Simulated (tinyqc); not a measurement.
From thickness after both steps x2 back to time of step 2, t2: Deal-Grove kinetics of thermal oxidation of silicon. Computed by tinyqc, a small Python program. Command: `OMP_NUM_THREADS=1 python tinyqc.py 3027213 3027214 out.jsonl oxide inv`. One thread of a shared host (Intel(R) Xeon(R) Processor @ 2.30GHz), about 0.3 s of CPU time with the checks.

Oxidant diffuses through the oxide and reacts at the interface, so that dx/dt = B/(A + 2x) for the oxide thickness x.

Inputs (values chosen for the exercise, close to those used for silicon):

| quantity | value | unit |
|---|---|---|
| prefactor B0 | 753 | um^2/h |
| activation energy E_B | 1.24 | eV |
| prefactor (B/A)0 | 6.91e+06 | um/h |
| activation energy E_A | 2 | eV |
| temperature T | 1125 | C |
| oxidant pressure p | 0.5 | atm |
| pressure exponent m of B/A | 0.73 | - |
| initial oxide x_i | 0.05 | um |
| time t | 0.34 | h |
| temperature of step 2, T2 | 1000 | C |

Ambient: dry oxygen. Surface: (111). Extension: second step.

Constants: k_B = 8.617333262e-05 eV/K.

Method:
- B = B0 p exp(-E_B/(k_B T)), B/A = (B/A)0 p^m exp(-E_A/(k_B T)), p in atm; A = B/(B/A).
- Temperatures in kelvin are T(C) + 273.15.
- tau = (x_i^2 + A x_i)/B and x = (A/2) [sqrt(1 + 4 B (t + tau)/A^2) - 1], the root of x^2 + A x = B (t + tau).
- Silicon consumed is 0.44 times the oxide grown; the rate is B/(A + 2x).
- Step 2 starts from the thickness x of step 1, with B and A at T2: tau2 = (x^2 + A2 x)/B2 and x2 = (A2/2) [sqrt(1 + 4 B2 (t2 + tau2)/A2^2) - 1].

Question. A run gave the result below. Find the time of step 2, t2, known to lie between 1.9 and 3.4 h.

thickness after both steps x2 = 0.1097809 um

Answer.

Each step takes the trial c = (a f_b - b f_a)/(f_b - f_a), f being the result less the target and a, b, c the logarithms of the listed values; c replaces end b, the old b replaces a if the sign of f changed, and otherwise f_a is halved.

Scan of the range:

| time of step 2, t2 (h) | thickness after both steps x2 (um) |
|---|---|
| 1.90 | 0.107089 |
| 2.09 | 0.109945 |
| 2.31 | 0.113188 |
| 2.54 | 0.116509 |
| 2.80 | 0.120183 |
| 3.09 | 0.124188 |
| 3.40 | 0.128368 |

False position (Illinois rule, in the logarithm of the input) inside the bracket:

| step | end a | end b | trial | thickness after both steps x2 (um) |
|---|---|---|---|---|
| 1 | 1.90000 | 2.09000 | 2.07860 | 0.109775 |
| 2 | 2.09000 | 2.07860 | 2.07900 | 0.109781 |
| 3 | 2.09000 | 2.07900 | 2.07900 | 0.109781 |
| 4 | 2.07900 | 2.07900 | 2.07900 | 0.109781 |

Thickness after both steps x2 rises at every point of a 13-point scan of the range (every second point is shown), so one value fits; it is bracketed by 1.90 and 2.09. Answer: time of step 2, t2 = 2.079 h.
